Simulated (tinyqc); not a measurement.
Gas flow in a process chamber: flow regimes, conductance, effective pumping speed, pump-down, outgassing and purge. Changing the pipe diameter d. Computed by tinyqc, a small Python program. Command: `OMP_NUM_THREADS=1 python tinyqc.py 3121418 3121419 out.jsonl pump sweep`. One thread of a shared host (Intel(R) Xeon(R) Processor @ 2.30GHz), about 0.01 s of CPU time with the checks.

Ideal gas, isothermal flow, a pump of constant speed at the end of a round pipe; process gas, volume gas and outgassing are given the same properties. 1 sccm = 101325 Pa x 1e-6 m^3/60 s x T/273.15 K.

Inputs (values chosen for the exercise, modelled on water vapour near room temperature):
```
quantity                     value            unit
molar mass M                 18.02           g/mol
molecular diameter            0.46              nm
viscosity eta                  9.9   micropascal s
temperature T                  350               K
chamber volume V                13               L
wall area                      1.6             m^2
pipe length l                   17              cm
pump speed S                   790             L/s
process gas flow                76            sccm
outgassing rate after 1 h  1.3e-06  Pa m^3/(s m^2)
outgassing exponent n            1               -
target base pressure        0.0001              Pa
```

Constants: k_B = 1.380649e-23 J/K; u = 1.6605390666e-27 kg.

Method:
- Mean speed c = sqrt(8 k_B T/(pi m)); aperture conductance C_a = c pi d^2/16; molecular pipe C_m = C_a/(1 + 3 l/(4 d)) (Dushman form); viscous pipe C_v = pi d^4 p_mean/(128 eta l); Knudsen interpolation C = C_v + C_m (1 + x)/(1 + 1.24 x), x = d p_mean sqrt(m/(k_B T))/eta.
- Effective speed 1/S_eff = 1/S + 1/C_m; time constant V/S_eff; pressure at which the free path k_B T/(sqrt2 pi d_m^2 p) equals d.
- Steady flow: the pump inlet is at p_2 = Q/S, and the chamber pressure p_1 solves Q = C((p_1 + p_2)/2) (p_1 - p_2). Residence time = p_1 V/Q.
- Knudsen number = free path at the mean pressure over d.
- From the outgassing limit: t = 1 h x (q_1 A/(S_eff p_target))^(1/n) - 10 s; monolayer time at the target = 1e19 m^-2 x 4 k_B T/(p c) for unit sticking.

One run for each value:
```
pipe diameter d (cm)  S_eff in molecular flow (L/s)  chamber pressure p_1 (Pa)  time to the target (h)   C_m (L/s)
1.6                                            3.58                     15.785                  5.8109  3.5940e+00
2.5                                           12.69                      6.027                  1.6358  1.2901e+01
3.8                                           39.65                      2.425                  0.5218  4.1747e+01
5.8                                          113.42                      0.997                  0.1806  1.3244e+02
8.9                                          269.92                      0.463                  0.0743  4.1000e+02
14.0                                         490.19                      0.276                  0.0397  1.2916e+03
21.0                                         642.98                      0.226                  0.0296  3.4551e+03
32.0                                         727.65                      0.212                  0.0258  9.2200e+03
```

Over the rows, S_eff in molecular flow (L/s) rises from 3.58 to 728 (exponent d ln y / d ln x 2.8 between the first rows and 0.29 between the last); chamber pressure p_1 (Pa) falls from 15.8 to 0.212 (exponent d ln y / d ln x -2.2 between the first rows and -0.15 between the last); time to the target (h) falls from 5.81 to 0.0258 (exponent d ln y / d ln x -2.8 between the first rows and -0.32 between the last).

Caution (rows 1.60, 2.50, 3.80, 5.80): S over the pipe area exceeds 0.3 of the mean molecular speed: the pipe end cannot pass this speed without choking, so p_2 = Q/S and the conductance formulas are only formal.
